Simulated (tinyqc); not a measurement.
Fully depleted semiconductor-on-insulator film with two gates, non-linear Poisson equation by Newton steps: two steps of the calculation.

One dimension across the film, front interface at x = 0, back interface at x = ts. psi is counted from the intrinsic level, n = ni exp(psi/Vt) (source grounded), holes neglected, acceptors ionised. Gates act through Cox = eps0 eox/tox and Cbox = 3.9 eps0/tb with potentials G1 = Vg - (phiM - chi - Vt ln(Nc/ni)) and G2 = Vb - (phiB - chi - Vt ln(Nc/ni)). Classical Boltzmann densities, no interface charge, no depletion in the back plane.

Values chosen for this exercise; band and dielectric values close to those of silicon:
- T = 350 K (temperature)
- Eg = 1.12 eV (band gap)
- eps_r = 11.6 (relative permittivity)
- Nc = 3.52e19 cm^-3 (conduction-band density of states at T)
- Nv = 3.38e19 cm^-3 (valence-band density of states at T)
- chi = 4.05 eV (electron affinity)
- eox = 3.9 (relative permittivity of the gate insulator (close to silicon dioxide))
- tox = 1.2 nm (insulator thickness)
- ts = 6.9 nm (film thickness)
- tb = 12 nm (buried-oxide thickness (eps_r 3.9))
- phiM = 4.37 eV (work function of the front gate)
- phiB = 4.55 eV (work function of the back plane)
- Vb = 0 V (back-gate voltage)
- Vg = 0.48 V (front-gate voltage)

Constants: q = 1.602176634e-19 C, kB = 1.380649e-23 J/K, Vt = kB T/q, eps0 = 8.8541878128e-14 F/cm where lengths are in cm. Results are converted to the units shown.

Problem 1. Capacitances and gate potentials. ni = sqrt(Nc Nv) exp(-Eg/(2 Vt)), Eg in volts; Cox, Cbox, G1, G2 as defined; Cs = eps0 eps_r/ts; a = eps0 eps_r/h with h = ts/8; coupling ratio of a depleted film Cs Cbox/(Cox (Cs + Cbox)).

Wanted: ni; Cox; Cbox; Cs; a; G1; G2; coupling ratio.

Solution 1.

ni = 2.9791e11 cm^-3
Cox = 2.8776 uF/cm^2
Cbox = 0.28776 uF/cm^2
Cs = 1.4885 uF/cm^2
a = 11.908 uF/cm^2
G1 = 0.72061 V
G2 = 0.060612 V
coupling ratio = 0.083800

Problem 2. Electron sheet density, centroid and oxide fields. n_i = ni exp(psi_i/Vt); N_inv = sum w_i n_i with w = ts/8, halved at the ends; centroid sum w n x/N_inv; fields (G1 - psi_0)/tox and (G2 - psi_8)/tb.

| node | converged psi (V) |
|---|---|
| 0 | 0.54553713 |
| 1 | 0.51562091 |
| 2 | 0.49489596 |
| 3 | 0.47879487 |
| 4 | 0.46540543 |
| 5 | 0.45375596 |
| 6 | 0.44328933 |
| 7 | 0.43365907 |
| 8 | 0.42463688 |

ni = 2.9790966e11 cm^-3
G1 = 0.72061204 V
G2 = 0.060612040 V

Find: n; N_inv; centroid; field in the front oxide; field in the buried oxide.

Solution 2.

| node | n (cm^-3) |
|---|---|
| 0 | 2.135e19 |
| 1 | 7.920e18 |
| 2 | 3.984e18 |
| 3 | 2.336e18 |
| 4 | 1.498e18 |
| 5 | 1.018e18 |
| 6 | 7.197e17 |
| 7 | 5.230e17 |
| 8 | 3.878e17 |

N_inv = 2.490e12 cm^-2
centroid = 1.300 nm
field in the front oxide = 1.459 MV/cm
field in the buried oxide = -0.3034 MV/cm

The centroid lies at 0.19 of the film, near the front interface.

Range of the model: In so thin a film or at such density quantum confinement moves the charge away from the interfaces and raises the threshold.

Computed by the program tinyqc: `OMP_NUM_THREADS=1 python tinyqc.py 2190128 2190129 out.jsonl`, one thread of a shared Intel Xeon 2.30GHz, about 0.4 s for the whole run.
